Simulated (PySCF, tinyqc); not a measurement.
Inside a calculation. Method: CCSD on RHF in the sto-3g basis, for H3-, spin multiplicity 1. The basis has no diffuse functions, so it cannot describe the extra electron: this is an exercise in the method, not the real anion. The lowest restricted solution is unstable here: a spin-polarised one lies 0.0555 hartree lower (PySCF). Computed by tinyqc, a small Python program that keeps every step (integrals from PySCF). Settings: charge = -1, multiplicity = 1, basis = sto-3g, method = RHF, energy threshold = 1e-10, iteration cap = 69, orthogonalisation = symmetric, start = Wolfsberg-Helmholz matrix, DIIS depth = 6, amplitude equations = CCSD, DIIS depth for amplitudes = 0, cap on updates = 81. Command: `OMP_NUM_THREADS=1 python tinyqc.py 21249 21250 out.jsonl` (the two numbers bound the seeds that draw the settings). One thread of a shared host (Intel(R) Xeon(R) Processor @ 2.60GHz), about 0.4 s of CPU time with the checks. Later iterations appear only in the table of the cycle.

## One-electron integrals

Geometry (angstrom):
```
atom       x       y       z
H     0.0000  0.0000  0.0000
H     0.0000  0.0000  0.9210
H     0.0000  0.8540  0.3460
```

Basis sto-3g: exponents (1/bohr^2) and contraction coefficients of normalised primitives:
```
element  l (shell)  exponent  coefficient
H            s (1)    3.4253       0.1543
H            s (1)    0.6239       0.5353
H            s (1)    0.1689       0.4446
```

Overlap, kinetic and nuclear-attraction integrals over the contracted functions; the nuclear repulsion is the sum of Za Zb / Rab.

nuclear repulsion = 1.662865 hartree

overlap S, order 1H 1s, 2H 1s, 3H 1s:
```
[[1.0000, 0.5442, 0.5439],
 [0.5442, 1.0000, 0.4793],
 [0.5439, 0.4793, 1.0000]]
```

kinetic energy T (hartree), order 1H 1s, 2H 1s, 3H 1s:
```
[[0.7600, 0.1433, 0.1431],
 [0.1433, 0.7600, 0.1007],
 [0.1431, 0.1007, 0.7600]]
```

nuclear attraction V (hartree), order 1H 1s, 2H 1s, 3H 1s:
```
[[-2.3274, -1.2074, -1.2067],
 [-1.2074, -2.2770, -1.0433],
 [-1.2067, -1.0433, -2.2768]]
```

core Hamiltonian H = T + V (hartree), order 1H 1s, 2H 1s, 3H 1s:
```
[[-1.5673, -1.0641, -1.0636],
 [-1.0641, -1.5170, -0.9426],
 [-1.0636, -0.9426, -1.5168]]
```

## Two-electron integrals

Functions are numbered as in S; the eight-fold symmetry (ij|kl) = (ji|kl) = (kl|ij) leaves the list below.

Two-electron integrals (ij|kl) in chemists' order, unique and non-zero (hartree):
```
(11|11) 0.7746   (21|11) 0.3473   (21|21) 0.1935   (22|11) 0.5045
(22|21) 0.3473   (22|22) 0.7746   (31|11) 0.3471   (31|21) 0.1728
(31|22) 0.2747   (31|31) 0.1932   (32|11) 0.2542   (32|21) 0.1535
(32|22) 0.2959   (32|31) 0.1534   (32|32) 0.1460   (33|11) 0.5044
(33|21) 0.2748   (33|22) 0.4685   (33|31) 0.3471   (33|32) 0.2959
(33|33) 0.7746
```

## Orthogonalisation

S = U s U^T; symmetric (Loewdin) form X = U s^(-1/2) U^T, so that X^T S X = 1.

eigenvalues of S: [0.4338, 0.5207, 2.0455]

X, order 1H 1s, 2H 1s, 3H 1s:
```
[[1.2305, -0.2766, -0.2763],
 [-0.2766, 1.1865, -0.1994],
 [-0.2763, -0.1994, 1.1863]]
```

## Starting guess

The start is the generalised Wolfsberg-Helmholz matrix (K = 1.75) built on H; D = 2 C_occ C_occ^T.

D at the start, order 1H 1s, 2H 1s, 3H 1s:
```
[[0.3795, 0.3409, 0.3336],
 [0.3409, 2.2159, -1.6206],
 [0.3336, -1.6206, 2.2242]]
```

## Iteration 1: building the Fock matrix

J_ij = sum D_kl (ij|kl), K_ij = sum D_kl (ik|jl); F = H + J - 0.5 K; E = tr D H + tr D J / 2 - 0.25 tr D K + E_nn.

Coulomb J (hartree), order 1H 1s, 2H 1s, 3H 1s:
```
[[2.1781, 1.2622, 1.2619],
 [1.2622, 2.4111, 1.1439],
 [1.2619, 1.1439, 2.4124]]
```

exchange K (hartree), order 1H 1s, 2H 1s, 3H 1s:
```
[[1.0608, 0.9290, 0.9281],
 [0.9290, 1.4948, 0.6722],
 [0.9281, 0.6722, 1.4969]]
```

Fock matrix F (hartree), order 1H 1s, 2H 1s, 3H 1s:
```
[[0.0803, -0.2664, -0.2658],
 [-0.2664, 0.1466, -0.1347],
 [-0.2658, -0.1347, 0.1471]]
```

total energy of this density = -0.811890 hartree

## Iteration 1: diagonalisation and new density

Diagonalise F' = X^T F X, C = X C', fill 2 alpha and 2 beta electrons from the bottom; D = 2 C_occ C_occ^T. Each column has its largest component positive (the first on a tie).

F' = X^T F X (hartree):
```
[[0.4857, -0.3951, -0.3940],
 [-0.3951, 0.4277, -0.1131],
 [-0.3940, -0.1131, 0.4277]]
```

orbital energies (hartree): [-0.1643, 0.5408, 0.9646]

coefficients C, order 1H 1s, 2H 1s, 3H 1s:
```
[[0.5048, -0.0012, 1.1884],
 [0.3501, -0.9787, -0.6659],
 [0.3488, 0.9810, -0.6628]]
```

D after iteration 1, order 1H 1s, 2H 1s, 3H 1s:
```
[[0.5096, 0.3557, 0.3499],
 [0.3557, 2.1610, -1.6761],
 [0.3499, -1.6761, 2.1681]]
```

## Iteration 6 (converged): orbitals

converged F (hartree), order 1H 1s, 2H 1s, 3H 1s:
```
[[0.0775, -0.2666, -0.2663],
 [-0.2666, 0.1524, -0.1241],
 [-0.2663, -0.1241, 0.1527]]
```

As before.

F' = X^T F X (hartree):
```
[[0.4844, -0.3989, -0.3982],
 [-0.3989, 0.4309, -0.1004],
 [-0.3982, -0.1004, 0.4308]]
```

orbital energies (hartree): [-0.1614, 0.5312, 0.9762]

coefficients C, order 1H 1s, 2H 1s, 3H 1s:
```
[[0.5145, -0.0006, 1.1842],
 [0.3444, -0.9792, -0.6682],
 [0.3437, 0.9805, -0.6662]]
```

D after iteration 6, order 1H 1s, 2H 1s, 3H 1s:
```
[[0.5294, 0.3555, 0.3525],
 [0.3555, 2.1550, -1.6836],
 [0.3525, -1.6836, 2.1591]]
```

## Convergence

Stop when the energy changes by less than 1e-10 hartree and every element of the error matrix X^T (F D S - S D F) X is below 3e-06.

Course of the cycle:
```
iteration  E (hartree)     change  largest element of the error matrix
1            -0.811890          -                             9.17e-02
2            -0.820325  -8.44e-03                             1.16e-02
3            -0.820458  -1.33e-04                             1.06e-04
4            -0.820458  -3.46e-08                             4.86e-05
5            -0.820458  -2.22e-09                             2.20e-07
6            -0.820458  -3.60e-14                             1.08e-07
```

PySCF RHF in the same basis = -0.820458 hartree

Converged in 6 iterations.

## Populations, bond orders and dipole

Mulliken: Z minus the diagonal of D S on the atom; Loewdin: the same with S^(1/2) D S^(1/2); Mayer order: 2 sum_s sum (D(s) S)_ij (D(s) S)_ji over the two atoms.

Charges (e):
```
atom  Mulliken  Loewdin
1H      0.0855   0.1354
2H     -0.5416  -0.5665
3H     -0.5439  -0.5688
```

Mayer bond orders:
```
pair   order
2-1   0.4976
3-1   0.4951
3-2   0.2091
```

dipole moment about the origin, x y z (debye): [0.0000, -2.2311, -3.2996]

## Integrals over molecular orbitals

(pq|rs) = sum C_ip C_jq C_kr C_ls (ij|kl), one index at a time.

one-electron integrals over orbitals h = C^T H C (hartree):
```
[[-1.7502, -0.0002, 0.0376],
 [-0.0002, -1.1029, 0.0001],
 [0.0376, 0.0001, -1.0254]]
```

Two-electron integrals over orbitals (pq|rs), unique and non-zero (hartree):
```
(11|11) 0.6031      (21|11) -1.40e-04   (21|21) 0.1293      (22|11) 0.5575
(22|21) 3.00e-04    (22|22) 0.6484      (31|11) 0.0358      (31|21) 5.18e-05
(31|22) -0.0876     (31|31) 0.1522      (32|11) 7.72e-05    (32|21) -0.1019
(32|22) -1.72e-04   (32|31) -1.94e-04   (32|32) 0.0973      (33|11) 0.5946
(33|21) -2.44e-04   (33|22) 0.5310      (33|31) 0.0760      (33|32) 1.34e-04
(33|33) 0.6322
```

## CCSD: starting amplitudes

t_ij^ab = <ij||ab> / (e_i + e_j - e_a - e_b), whose energy is MP2.

Starting amplitudes (spin orbitals 1a, 1b, ...; amplitudes related by a flip of all spins are not repeated):
```
from      to         t
2a 2b  3a 3b   -0.1093
1a 1b  3a 3b   -0.0669
1a 2b  3a 3b  1.23e-04
```

correlation energy = -0.020812 hartree

## CCSD: amplitude update 1

t_i^a D_i^a and t_ij^ab D_ij^ab are set to the remaining terms of the spin-orbital equations, evaluated with the old amplitudes; for the doubles these are <ij||ab> + 1/2 <ab||ef> t_ij^ef + 1/2 <mn||ij> t_mn^ab + P(ij)P(ab) <mb||ej> t_im^ae + terms in t^2 + terms with t1, D the orbital-energy denominators.

Amplitudes after update 1 (spin orbitals 1a, 1b, ...; amplitudes related by a flip of all spins are not repeated):
```
from      to          t
2a 2b  3a 3b    -0.1767
1a 1b  3a 3b    -0.0847
1a        3a     0.0122
1a 2b  3a 3b   2.22e-04
2a        3a  -5.88e-06
```

correlation energy = -0.030059 hartree

## CCSD: convergence

E_corr = 1/4 sum <ij||ab> t_ij^ab + 1/2 sum <ij||ab> t_i^a t_j^b; stop when the norm of the change is below 1e-8.

Course of the amplitude iterations:
```
update  correlation energy (hartree)  norm of the change
0                          -0.020812                   -
1                          -0.030059            1.40e-01
2                          -0.034915            9.30e-02
3                          -0.037845            6.56e-02
4                          -0.039765            4.70e-02
5                          -0.041079            3.37e-02
6                          -0.041997            2.41e-02
7                          -0.042646            1.72e-02
8                          -0.043105            1.23e-02
9                          -0.043432            8.75e-03
10                         -0.043664            6.22e-03
11                         -0.043828            4.42e-03
12                         -0.043945            3.14e-03
13                         -0.044028            2.23e-03
...                              ...                 ...
44                         -0.044231            7.33e-08
45                         -0.044231            5.80e-08
46                         -0.044231            4.69e-08
47                         -0.044231            3.86e-08
48                         -0.044231            3.23e-08
49                         -0.044231            2.74e-08
50                         -0.044231            2.34e-08
51                         -0.044231            2.02e-08
52                         -0.044231            1.75e-08
53                         -0.044231            1.52e-08
54                         -0.044231            1.32e-08
55                         -0.044231            1.15e-08
56                         -0.044231            1.00e-08
57                         -0.044231            8.77e-09
```

Converged amplitudes (spin orbitals 1a, 1b, ...; amplitudes related by a flip of all spins are not repeated):
```
from      to          t
2a 2b  3a 3b    -0.3363
1a 1b  3a 3b    -0.0775
1a        3a     0.0418
1a 2b  3a 3b   4.67e-04
2a        3a  -1.14e-04
```

CCSD total energy = -0.864690 hartree

T1 diagnostic, norm of the one-spin t1 over sqrt(correlated electrons) = 0.0209

Converged in 57 updates.
